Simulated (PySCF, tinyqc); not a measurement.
Inside a calculation (part 2 of 2). Method: RKS/BLYP in the sto-6g basis, for H6, spin multiplicity 1. The lowest restricted solution is unstable here: a spin-polarised one lies 0.0028 hartree lower (PySCF). Computed by tinyqc, a small Python program that keeps every step (integrals from PySCF). Command: `OMP_NUM_THREADS=1 python tinyqc.py 23745 23746 out.jsonl` (the two numbers bound the seeds that draw the settings). One thread of a shared host (Intel(R) Xeon(R) Processor @ 2.60GHz), about 2 s of CPU time with the checks.

Geometry (angstrom):
```
atom         x         y         z
H     0.000000  0.000000  0.000000
H     0.000000  0.000000  1.378000
H     0.000000  0.000000  2.652000
H     0.000000  0.000000  4.031000
H     0.000000  0.000000  5.304000
H     0.000000  0.000000  6.683000
```

## Iteration 22 (converged): orbitals

converged F (hartree), order 1H 1s, 2H 1s, 3H 1s, 4H 1s, 5H 1s, 6H 1s:
$$\begin{pmatrix}
-0.145807 & -0.167014 & -0.029879 & -0.002572 & -0.000194 & -0.000008 \\
-0.167014 & -0.173547 & -0.196326 & -0.029986 & -0.003166 & -0.000193 \\
-0.029879 & -0.196326 & -0.176238 & -0.169623 & -0.030039 & -0.002572 \\
-0.002572 & -0.029986 & -0.169623 & -0.176316 & -0.196593 & -0.029879 \\
-0.000194 & -0.003166 & -0.030039 & -0.196593 & -0.173578 & -0.166785 \\
-0.000008 & -0.000193 & -0.002572 & -0.029879 & -0.166785 & -0.145757
\end{pmatrix}$$

X, order 1H 1s, 2H 1s, 3H 1s, 4H 1s, 5H 1s, 6H 1s:
$$\begin{pmatrix}
1.038914 & -0.170638 & 0.025557 & -0.003786 & 0.000742 & -0.000120 \\
-0.170638 & 1.094743 & -0.206027 & 0.027123 & -0.004770 & 0.000740 \\
0.025557 & -0.206027 & 1.096216 & -0.179474 & 0.027149 & -0.003783 \\
-0.003786 & 0.027123 & -0.179474 & 1.096376 & -0.206328 & 0.025556 \\
0.000742 & -0.004770 & 0.027149 & -0.206328 & 1.094786 & -0.170395 \\
-0.000120 & 0.000740 & -0.003783 & 0.025556 & -0.170395 & 1.038802
\end{pmatrix}$$

Diagonalise F' = X^T F X, C = X C', fill 3 alpha and 3 beta electrons from the bottom; D = 2 C_occ C_occ^T. Each column has its largest component positive (the first on a tie).

F' = X^T F X (hartree):
$$\begin{pmatrix}
-0.103190 & -0.141535 & 0.026184 & -0.004852 & 0.001093 & -0.000196 \\
-0.141535 & -0.070827 & -0.173697 & 0.028170 & -0.006177 & 0.001091 \\
0.026184 & -0.173697 & -0.071561 & -0.150612 & 0.028195 & -0.004849 \\
-0.004852 & 0.028170 & -0.150612 & -0.071471 & -0.173947 & 0.026184 \\
0.001093 & -0.006177 & 0.028195 & -0.173947 & -0.070811 & -0.141335 \\
-0.000196 & 0.001091 & -0.004849 & 0.026184 & -0.141335 & -0.103261
\end{pmatrix}$$

orbital energies (hartree): MO1 -0.329849, MO2 -0.273305, MO3 -0.172814, MO4 -0.071126, MO5 0.100119, MO6 0.255855

coefficients C, order 1H 1s, 2H 1s, 3H 1s, 4H 1s, 5H 1s, 6H 1s:
$$\begin{pmatrix}
0.159441 & 0.324657 & 0.526395 & -0.594052 & -0.501909 & -0.310489 \\
0.328354 & 0.448700 & 0.207993 & 0.231155 & 0.688243 & 0.625512 \\
0.412516 & 0.229065 & -0.384134 & 0.438238 & -0.344646 & -0.772476 \\
0.412932 & -0.229189 & -0.383434 & -0.437401 & -0.345034 & 0.773174 \\
0.328873 & -0.448071 & 0.208560 & -0.231835 & 0.687428 & -0.626254 \\
0.159456 & -0.323735 & 0.527140 & 0.594829 & -0.500548 & 0.310381
\end{pmatrix}$$

D after iteration 22, order 1H 1s, 2H 1s, 3H 1s, 4H 1s, 5H 1s, 6H 1s:
$$\begin{pmatrix}
0.815829 & 0.615026 & -0.124134 & -0.420813 & 0.033502 & 0.395609 \\
0.615026 & 0.704817 & 0.316671 & -0.094001 & -0.099367 & 0.033479 \\
-0.124134 & 0.316671 & 0.740400 & 0.530264 & -0.094174 & -0.421742 \\
-0.420813 & -0.094001 & 0.530264 & 0.740124 & 0.317053 & -0.124164 \\
0.033502 & -0.099367 & -0.094174 & 0.317053 & 0.704846 & 0.614875 \\
0.395609 & 0.033479 & -0.421742 & -0.124164 & 0.614875 & 0.816214
\end{pmatrix}$$

## Convergence

Stop when the energy changes by less than 1e-09 hartree and every element of the error matrix X^T (F D S - S D F) X is below 9e-06.

Course of the cycle:
```
iteration  E (hartree)     change  largest element of the error matrix
1          -2.51678748          -                             3.90e-01
2          -2.27895182   2.38e-01                             3.98e-01
3          -2.07602025   2.03e-01                             3.40e-01
4          -3.12403088  -1.05e+00                             1.72e-01
5          -3.11709009   6.94e-03                             1.52e-01
6          -3.10111429   1.60e-02                             1.59e-01
7          -3.16248361  -6.14e-02                             5.00e-02
8          -3.16420248  -1.72e-03                             2.15e-02
9          -3.16474360  -5.41e-04                             1.27e-02
10         -3.16484080  -9.72e-05                             3.34e-03
11         -3.16449013   3.51e-04                             1.17e-02
12         -3.16486693  -3.77e-04                             1.89e-03
13         -3.16487075  -3.82e-06                             1.00e-03
14         -3.16487141  -6.67e-07                             6.31e-04
15         -3.16487171  -2.94e-07                             1.23e-04
16         -3.16487167   3.85e-08                             1.57e-04
17         -3.16487169  -2.06e-08                             1.49e-04
18         -3.16487173  -4.30e-08                             5.18e-05
19         -3.16487173  -2.15e-09                             3.56e-05
20         -3.16487174  -1.21e-09                             5.74e-06
21         -3.16487174   2.44e-10                             1.08e-05
22         -3.16487174  -2.82e-10                             3.85e-06
```

PySCF RKS in the same basis, fine grid = -3.16875165 hartree

Converged in 22 iterations. The coarse grid moves the energy by +3.88e-03 hartree.

## Populations, bond orders and dipole

overlap S, order 1H 1s, 2H 1s, 3H 1s, 4H 1s, 5H 1s, 6H 1s:
$$\begin{pmatrix}
1.000000 & 0.305071 & 0.040194 & 0.003056 & 0.000198 & 0.000007 \\
0.305071 & 1.000000 & 0.351439 & 0.040124 & 0.003768 & 0.000198 \\
0.040194 & 0.351439 & 1.000000 & 0.304649 & 0.040194 & 0.003056 \\
0.003056 & 0.040124 & 0.304649 & 1.000000 & 0.351909 & 0.040194 \\
0.000198 & 0.003768 & 0.040194 & 0.351909 & 1.000000 & 0.304649 \\
0.000007 & 0.000198 & 0.003056 & 0.040194 & 0.304649 & 1.000000
\end{pmatrix}$$

Mulliken: Z minus the diagonal of D S on the atom; Loewdin: the same with S^(1/2) D S^(1/2); Mayer order: 2 sum_s sum (D(s) S)_ij (D(s) S)_ji over the two atoms.

Charges (e):
```
atom   Mulliken    Loewdin
1H     0.002811  -0.000256
2H     0.000406   0.003162
3H    -0.003171  -0.002869
4H    -0.003193  -0.002872
5H     0.000413   0.003168
6H     0.002735  -0.000334
```

Mayer bond orders:
```
pair      order
2-1    0.677011
3-1   -3.23e-06
3-2    0.311588
4-1    0.171946
4-2    0.000005
4-3    0.515680
5-1    1.77e-06
5-2    0.011394
5-3    4.87e-06
5-4    0.312362
6-1    0.151036
6-2    1.86e-06
6-3    0.172721
6-4   -3.43e-06
6-5    0.676237
```

dipole moment about the origin, x y z (debye): [0.000000, 0.000000, -0.001218]
